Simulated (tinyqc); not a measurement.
Doping and barrier from two capacitances.

Inverse problem. A Schottky diode on a uniformly doped n-type layer obeys (A/C)^2 = 2 (Vbi - V - Vt)/(q eps0 eps_r Nd) in reverse bias, with phiB = Vbi + Vt ln(Nc/Nd) and image force ignored. Find Nd, Vbi and phiB.

Inputs (values chosen for the exercise); band and dielectric values close to those of silicon: temperature T = 450 K; relative permittivity eps_r = 11.5; conduction-band density of states at T Nc = 5.05e19 cm^-3; diode area A = 0.00023 cm^2.

Constants: q = 1.602176634e-19 C, kB = 1.380649e-23 J/K, Vt = kB T/q, eps0 = 8.8541878128e-14 F/cm where lengths are in cm. Results are converted to the units shown.

C at V = -0.7 and -2.1 V (pF): [25.873007, 17.673612]

Answer. The slope of (A/C)^2 against -V gives Nd, the intercept Vbi - Vt, and the Fermi-level depth Vt ln(Nc/Nd) is added for the barrier.

Nd = 1.90e17 cm^-3
Vbi = 0.564 V
phiB = 0.780 eV

Program tinyqc, `OMP_NUM_THREADS=1 python tinyqc.py 2020123 2020124 out.jsonl`; Intel Xeon 2.30GHz, shared host, one thread, about 0.05 s.
